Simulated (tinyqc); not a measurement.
Worked calculation: CCSD on RHF in the sto-3g basis, for BeH+, spin multiplicity 1. Computed by tinyqc, a small Python program that keeps every step (integrals from PySCF). Settings: charge = 1, multiplicity = 1, basis = sto-3g, method = RHF, energy threshold = 1e-10, iteration cap = 70, orthogonalisation = symmetric, start = atomic densities, DIIS depth = 6, amplitude equations = CCSD, DIIS depth for amplitudes = 6, cap on updates = 89. Command: `OMP_NUM_THREADS=1 python tinyqc.py 28223 28224 out.jsonl` (the two numbers bound the seeds that draw the settings). One thread of a shared host (Intel(R) Xeon(R) Processor @ 2.60GHz), about 0.3 s of CPU time with the checks. The early iterations of the SCF are left out here.

## One-electron integrals

Geometry (angstrom):
```
atom         x         y         z
Be    0.000000  0.000000  0.000000
H     0.000000  0.000000  1.643000
```

Basis sto-3g: exponents (1/bohr^2) and contraction coefficients of normalised primitives:
```
element  l (shell)   exponent  coefficient
Be           s (1)  30.167871     0.154329
Be           s (1)   5.495115     0.535328
Be           s (1)   1.487193     0.444635
Be           s (2)   1.314833    -0.099967
Be           s (2)   0.305539     0.399513
Be           s (2)   0.099371     0.700115
Be           p (3)   1.314833     0.155916
Be           p (3)   0.305539     0.607684
Be           p (3)   0.099371     0.391957
H            s (1)   3.425251     0.154329
H            s (1)   0.623914     0.535328
H            s (1)   0.168855     0.444635
```

Overlap, kinetic and nuclear-attraction integrals over the contracted functions; the nuclear repulsion is the sum of Za Zb / Rab.

nuclear repulsion = 1.28831944 hartree

overlap S, lower triangle:
```
           1Be 1s    1Be 2s   1Be 2px   1Be 2py   1Be 2pz     2H 1s
1Be 1s   1.000000
1Be 2s   0.259517  1.000000
1Be 2px  0.000000  0.000000  1.000000
1Be 2py  0.000000  0.000000  0.000000  1.000000
1Be 2pz  0.000000  0.000000  0.000000  0.000000  1.000000
2H 1s    0.035736  0.344353  0.000000  0.000000  0.429391  1.000000
```

kinetic energy T (hartree), lower triangle:
```
            1Be 1s    1Be 2s   1Be 2px   1Be 2py   1Be 2pz     2H 1s
1Be 1s    6.693975
1Be 2s   -0.033012  0.211111
1Be 2px   0.000000  0.000000  0.660592
1Be 2py   0.000000  0.000000  0.000000  0.660592
1Be 2pz   0.000000  0.000000  0.000000  0.000000  0.660592
2H 1s    -0.010141  0.030894  0.000000  0.000000  0.106174  0.760032
```

nuclear attraction V (hartree), lower triangle:
```
             1Be 1s     1Be 2s    1Be 2px    1Be 2py    1Be 2pz      2H 1s
1Be 1s   -14.883172
1Be 2s    -1.982831  -2.626628
1Be 2px    0.000000   0.000000  -2.580103
1Be 2py    0.000000   0.000000   0.000000  -2.580103
1Be 2pz   -0.011973  -0.114373   0.000000   0.000000  -2.663937
2H 1s     -0.272536  -0.844337   0.000000   0.000000  -1.031175  -2.512160
```

core Hamiltonian H = T + V (hartree), lower triangle:
```
            1Be 1s     1Be 2s    1Be 2px    1Be 2py    1Be 2pz      2H 1s
1Be 1s   -8.189197
1Be 2s   -2.015843  -2.415517
1Be 2px   0.000000   0.000000  -1.919511
1Be 2py   0.000000   0.000000   0.000000  -1.919511
1Be 2pz  -0.011973  -0.114373   0.000000   0.000000  -2.003345
2H 1s    -0.282677  -0.813444   0.000000   0.000000  -0.925001  -1.752128
```

## Two-electron integrals

Functions are numbered as in S; the eight-fold symmetry (ij|kl) = (ji|kl) = (kl|ij) leaves the list below.

Two-electron integrals (ij|kl) in chemists' order, unique and non-zero (hartree):
```
(11|11) 2.298831   (21|11) 0.392036   (21|21) 0.079539   (22|11) 0.570988
(22|21) 0.143041   (22|22) 0.417683   (31|31) 0.014607   (32|31) 0.021888
(32|32) 0.092265   (33|11) 0.569578   (33|21) 0.143083   (33|22) 0.417589
(33|33) 0.449859   (41|41) 0.014607   (42|41) 0.021888   (42|42) 0.092265
(43|43) 0.024249   (44|11) 0.569578   (44|21) 0.143083   (44|22) 0.417589
(44|33) 0.401360   (44|44) 0.449859   (51|51) 0.014607   (52|51) 0.021888
(52|52) 0.092265   (53|53) 0.024249   (54|54) 0.024249   (55|11) 0.569578
(55|21) 0.143083   (55|22) 0.417589   (55|33) 0.401360   (55|44) 0.401360
(55|55) 0.449859   (61|11) 0.053280   (61|21) 0.010803   (61|22) 0.019602
(61|33) 0.019471   (61|44) 0.019471   (61|51) 0.000951   (61|52) 0.001802
(61|55) 0.019873   (61|61) 0.001538   (62|11) 0.150479   (62|21) 0.038363
(62|22) 0.124954   (62|33) 0.119972   (62|44) 0.119972   (62|51) 0.004969
(62|52) 0.032498   (62|55) 0.134800   (62|61) 0.005765   (62|62) 0.059629
(63|31) 0.003226   (63|32) 0.015787   (63|53) 0.005384   (63|63) 0.004919
(64|41) 0.003226   (64|42) 0.015787   (64|54) 0.005384   (64|64) 0.004919
(65|11) 0.169826   (65|21) 0.043766   (65|22) 0.149134   (65|33) 0.140372
(65|44) 0.140372   (65|51) 0.007945   (65|52) 0.050128   (65|55) 0.166505
(65|61) 0.006817   (65|62) 0.080278   (65|65) 0.110676   (66|11) 0.321237
(66|21) 0.083246   (66|22) 0.305114   (66|33) 0.283726   (66|44) 0.283726
(66|51) 0.011615   (66|52) 0.101170   (66|55) 0.347573   (66|61) 0.012707
(66|62) 0.191386   (66|65) 0.271609   (66|66) 0.774606
```

## Orthogonalisation

S = U s U^T; symmetric (Loewdin) form X = U s^(-1/2) U^T, so that X^T S X = 1.

eigenvalues of S: 0.432793  0.796101  1.000000  1.000000  1.182375  1.588731

X, lower triangle:
```
            1Be 1s     1Be 2s   1Be 2px   1Be 2py    1Be 2pz     2H 1s
1Be 1s    1.027599
1Be 2s   -0.142950   1.087831
1Be 2px   0.000000   0.000000  1.000000
1Be 2py   0.000000   0.000000  0.000000  1.000000
1Be 2pz  -0.008944   0.074179  0.000000  0.000000   1.089835
2H 1s     0.022445  -0.221138  0.000000  0.000000  -0.269007  1.148579
```

## Iteration 8 (converged): orbitals

converged F (hartree), lower triangle:
```
            1Be 1s     1Be 2s    1Be 2px    1Be 2py    1Be 2pz      2H 1s
1Be 1s   -5.000645
1Be 2s   -1.405025  -0.855124
1Be 2px   0.000000   0.000000  -0.131209
1Be 2py   0.000000   0.000000   0.000000  -0.131209
1Be 2pz   0.017150  -0.113496   0.000000   0.000000  -0.265567
2H 1s    -0.196552  -0.434609   0.000000   0.000000  -0.370429  -0.452825
```

Diagonalise F' = X^T F X, C = X C', fill 2 alpha and 2 beta electrons from the bottom; D = 2 C_occ C_occ^T. Each column has its largest component positive (the first on a tie).

F' = X^T F X (hartree), lower triangle:
```
           1          2          3          4          5          6
1  -4.892150
2  -0.706120  -0.510603
3   0.000000   0.000000  -0.131209
4   0.000000   0.000000   0.000000  -0.131209
5   0.015403  -0.010069   0.000000   0.000000  -0.136520
6   0.007247  -0.285519   0.000000   0.000000  -0.292411  -0.221149
```

orbital energies (hartree): MO1 -5.003452, MO2 -0.679225, MO3 -0.256282, MO4 -0.131209, MO5 -0.131209, MO6 0.178538

coefficients C:
```
               MO1        MO2        MO3        MO4       MO5        MO6
1Be 1s    0.992961  -0.194858  -0.200358   0.000000  0.000000   0.113544
1Be 2s    0.026333   0.619584   0.746726   0.000000  0.000000  -0.562174
1Be 2px   0.000000   0.000000   0.000000  -0.598094  0.801426   0.000000
1Be 2py   0.000000   0.000000   0.000000   0.801426  0.598094   0.000000
1Be 2pz  -0.001897   0.272500  -0.609859   0.000000  0.000000  -0.905262
2H 1s    -0.002841   0.495831  -0.316932   0.000000  0.000000   1.046280
```

D after iteration 8, lower triangle:
```
            1Be 1s    1Be 2s   1Be 2px   1Be 2py   1Be 2pz     2H 1s
1Be 1s    2.047883
1Be 2s   -0.189167  0.769154
1Be 2px   0.000000  0.000000  0.000000
1Be 2py   0.000000  0.000000  0.000000  0.000000
1Be 2pz  -0.109966  0.337573  0.000000  0.000000  0.148520
2H 1s    -0.198876  0.614268  0.000000  0.000000  0.270239  0.491714
```

Within a degenerate level the vectors are fixed only up to a rotation; this is one choice.

## Convergence

Stop when the energy changes by less than 1e-10 hartree and every element of the error matrix X^T (F D S - S D F) X is below 3e-06.

Course of the cycle:
```
iteration   E (hartree)     change  largest element of the error matrix
1          -12.62172113          -                             1.72e-01
2          -14.60867114  -1.99e+00                             1.17e-01
3          -14.63377321  -2.51e-02                             3.04e-02
4          -14.63718989  -3.42e-03                             1.08e-02
5          -14.63749673  -3.07e-04                             1.49e-03
6          -14.63750089  -4.16e-06                             1.88e-05
7          -14.63750089  -3.86e-10                             4.13e-06
8          -14.63750089  -3.84e-11                             3.63e-07
```

PySCF RHF in the same basis = -14.63750089 hartree

Converged in 8 iterations.

## Integrals over molecular orbitals

(pq|rs) = sum C_ip C_jq C_kr C_ls (ij|kl), one index at a time.

one-electron integrals over orbitals h = C^T H C (hartree), lower triangle:
```
           1          2          3          4          5          6
1  -8.179670
2   0.167882  -2.063472
3   0.198178  -0.037502  -1.900747
4   0.000000   0.000000   0.000000  -1.919511
5   0.000000   0.000000   0.000000   0.000000  -1.919511
6  -0.070986   0.216924  -0.072103   0.000000   0.000000  -1.643375
```

Two-electron integrals over orbitals (pq|rs), unique and non-zero (hartree):
```
(11|11) 2.275592    (21|11) -0.168029   (21|21) 0.020906    (22|11) 0.460766
(22|21) 0.000147    (22|22) 0.483621    (31|11) -0.173023   (31|21) 0.017042
(31|22) -0.015371   (31|31) 0.026925    (32|11) 0.061053    (32|21) -0.005586
(32|22) -0.067562   (32|31) 0.002147    (32|32) 0.050248    (33|11) 0.538308
(33|21) -0.011725   (33|22) 0.322510    (33|31) 0.003233    (33|32) 0.033520
(33|33) 0.444852    (41|41) 0.015590    (42|41) 0.013773    (42|42) 0.044230
(43|41) 0.013888    (43|42) 0.033083    (43|43) 0.050016    (44|11) 0.569238
(44|21) -0.005994   (44|22) 0.354823    (44|31) -0.006093   (44|32) 0.031130
(44|33) 0.390626    (44|44) 0.449859    (51|51) 0.015590    (52|51) 0.013773
(52|52) 0.044230    (53|51) 0.013888    (53|52) 0.033083    (53|53) 0.050016
(54|54) 0.024249    (55|11) 0.569238    (55|21) -0.005994   (55|22) 0.354823
(55|31) -0.006093   (55|32) 0.031130    (55|33) 0.390626    (55|44) 0.401360
(55|55) 0.449859    (61|11) 0.092188    (61|21) -0.014900   (61|22) -0.009689
(61|31) -0.003107   (61|32) 0.007606    (61|33) 0.016069    (61|44) 0.002240
(61|55) 0.002240    (61|61) 0.016955    (62|11) -0.132880   (62|21) 0.001823
(62|22) 0.033935    (62|31) 0.007955    (62|32) -0.051933   (62|33) -0.019344
(62|44) -0.065660   (62|55) -0.065660   (62|61) 0.003600    (62|62) 0.120706
(63|11) 0.065010    (63|21) -0.003287   (63|22) -0.056478   (63|31) 0.005212
(63|32) 0.045067    (63|33) 0.055236    (63|44) 0.028520    (63|55) 0.028520
(63|61) 0.007187    (63|62) -0.055945   (63|63) 0.061641    (64|41) -0.008031
(64|42) -0.027477   (64|43) -0.010523   (64|64) 0.023806    (65|51) -0.008031
(65|52) -0.027477   (65|53) -0.010523   (65|65) 0.023806    (66|11) 0.492022
(66|21) -0.001317   (66|22) 0.487765    (66|31) -0.013995   (66|32) -0.070226
(66|33) 0.349737    (66|44) 0.358148    (66|55) 0.358148    (66|61) -0.007348
(66|62) 0.063739    (66|63) -0.059982   (66|66) 0.527283
```

## CCSD: starting amplitudes

t_ij^ab = <ij||ab> / (e_i + e_j - e_a - e_b), whose energy is MP2.

Starting amplitudes (spin orbitals 1a, 1b, ...; amplitudes related by a flip of all spins are not repeated):
```
from      to          t
2a 2b  6a 6b  -0.070361
2a 2b  3a 3b  -0.059402
2a 2b  3a 6b   0.040550
2a 2b  4a 4b  -0.040355
2a 2b  5a 5b  -0.040355
1a 1b  3a 3b  -0.002836
1a 2b  4a 4b  -0.002541
1a 2b  5a 5b  -0.002541
1a 1b  6a 6b  -0.001636
1a 1b  4a 4b  -0.001600
1a 1b  5a 5b  -0.001600
1a 2b  3a 6b  -0.001419
1a 2b  3b 6a   0.001357
1a 2b  6a 6b  -0.000596
1a 2b  3a 3b  -0.000415
1a 1b  3a 6b   0.000313
1a 2a  3a 6a  -0.000062
```

correlation energy = -0.01960468 hartree

## CCSD: amplitude update 1

t_i^a D_i^a and t_ij^ab D_ij^ab are set to the remaining terms of the spin-orbital equations, evaluated with the old amplitudes; for the doubles these are <ij||ab> + 1/2 <ab||ef> t_ij^ef + 1/2 <mn||ij> t_mn^ab + P(ij)P(ab) <mb||ej> t_im^ae + terms in t^2 + terms with t1, D the orbital-energy denominators.

Amplitudes after update 1 (spin orbitals 1a, 1b, ...; amplitudes related by a flip of all spins are not repeated):
```
from      to          t
2a 2b  6a 6b  -0.094969
2a 2b  3a 3b  -0.077479
2a 2b  3a 6b   0.062318
2a 2b  4a 4b  -0.048212
2a 2b  5a 5b  -0.048212
2a        3a   0.012157
2a        6a   0.005763
1a 2b  4a 4b  -0.002770
1a 2b  5a 5b  -0.002770
1a 1b  3a 3b  -0.002495
1a 2b  3a 6b  -0.001554
1a 2b  3b 6a   0.001537
1a 1b  4a 4b  -0.001487
1a 1b  5a 5b  -0.001487
1a 1b  6a 6b  -0.001336
1a 2b  6a 6b  -0.000758
1a 2b  3a 3b  -0.000301
1a        3a   0.000284
1a        6a  -0.000165
1a 1b  3a 6b   0.000107
1a 2a  3a 6a  -0.000018
```

correlation energy = -0.02643424 hartree

## CCSD: amplitude update 2

As before.

Amplitudes after update 2 (spin orbitals 1a, 1b, ...; amplitudes related by a flip of all spins are not repeated):
```
from      to          t
2a 2b  6a 6b  -0.102956
2a 2b  3a 3b  -0.089044
2a 2b  3a 6b   0.072850
2a 2b  4a 4b  -0.049113
2a 2b  5a 5b  -0.049113
2a        3a   0.021158
2a        6a   0.010683
1a 2b  4a 4b  -0.002787
1a 2b  5a 5b  -0.002787
1a 1b  3a 3b  -0.002446
1a 2b  3b 6a   0.001664
1a 2b  3a 6b  -0.001598
1a 1b  4a 4b  -0.001487
1a 1b  5a 5b  -0.001487
1a 1b  6a 6b  -0.001347
1a 2b  6a 6b  -0.000805
1a 2b  3a 3b  -0.000301
1a        3a   0.000264
1a        6a  -0.000251
1a 1b  3a 6b   0.000075
1a 2a  3a 6a   0.000066
```

correlation energy = -0.02914694 hartree

## CCSD: amplitude update 3

t_i^a D_i^a and t_ij^ab D_ij^ab are set to the remaining terms of the spin-orbital equations, evaluated with the old amplitudes; for the doubles these are <ij||ab> + 1/2 <ab||ef> t_ij^ef + 1/2 <mn||ij> t_mn^ab + P(ij)P(ab) <mb||ej> t_im^ae + terms in t^2 + terms with t1, D the orbital-energy denominators. DIIS then mixes the stored amplitudes.

DIIS coefficients: -0.993527  1.993527

Amplitudes after update 3 (spin orbitals 1a, 1b, ...; amplitudes related by a flip of all spins are not repeated):
```
from      to          t
2a 2b  6a 6b  -0.107322
2a 2b  3a 3b  -0.105185
2a 2b  3a 6b   0.083587
2a 2b  4a 4b  -0.048256
2a 2b  5a 5b  -0.048256
2a        3a   0.034314
2a        6a   0.017200
1a 2b  4a 4b  -0.002813
1a 2b  5a 5b  -0.002813
1a 1b  3a 3b  -0.002337
1a 2b  3b 6a   0.001820
1a 2b  3a 6b  -0.001643
1a 1b  4a 4b  -0.001484
1a 1b  5a 5b  -0.001484
1a 1b  6a 6b  -0.001351
1a 2b  6a 6b  -0.000871
1a        6a  -0.000380
1a 2b  3a 3b  -0.000336
1a        3a   0.000189
1a 2a  3a 6a   0.000177
1a 1b  3a 6b   0.000022
```

correlation energy = -0.03150551 hartree

## CCSD: convergence

E_corr = 1/4 sum <ij||ab> t_ij^ab + 1/2 sum <ij||ab> t_i^a t_j^b; stop when the norm of the change is below 1e-8.

Course of the amplitude iterations:
```
update  correlation energy (hartree)  norm of the change
0                        -0.01960468                   -
1                        -0.02643424            9.15e-02
2                        -0.02914694            4.35e-02
3                        -0.03150551            2.50e-02
4                        -0.03169716            8.97e-03
5                        -0.03174156            2.05e-03
6                        -0.03173562            2.57e-04
7                        -0.03173356            3.24e-05
8                        -0.03173422            7.34e-06
9                        -0.03173421            8.57e-07
10                       -0.03173420            1.57e-07
11                       -0.03173420            3.04e-08
12                       -0.03173420            4.74e-09
```

Converged amplitudes (spin orbitals 1a, 1b, ...; amplitudes related by a flip of all spins are not repeated):
```
from      to          t
2a 2b  3a 3b  -0.116370
2a 2b  6a 6b  -0.102948
2a 2b  3a 6b   0.086100
2a 2b  4a 4b  -0.047760
2a 2b  5a 5b  -0.047760
2a        3a   0.046268
2a        6a   0.020035
1a 2b  4a 4b  -0.002867
1a 2b  5a 5b  -0.002867
1a 1b  3a 3b  -0.002254
1a 2b  3b 6a   0.001903
1a 2b  3a 6b  -0.001677
1a 1b  4a 4b  -0.001491
1a 1b  5a 5b  -0.001491
1a 1b  6a 6b  -0.001385
1a 2b  6a 6b  -0.000912
1a        6a  -0.000460
1a 2b  3a 3b  -0.000351
1a 2a  3a 6a   0.000226
1a        3a   0.000113
1a 1b  3a 6b   2.69e-07
```

CCSD total energy = -14.66923509 hartree

T1 diagnostic, norm of the one-spin t1 over sqrt(correlated electrons) = 0.025211

Converged in 12 updates, with DIIS from the third.
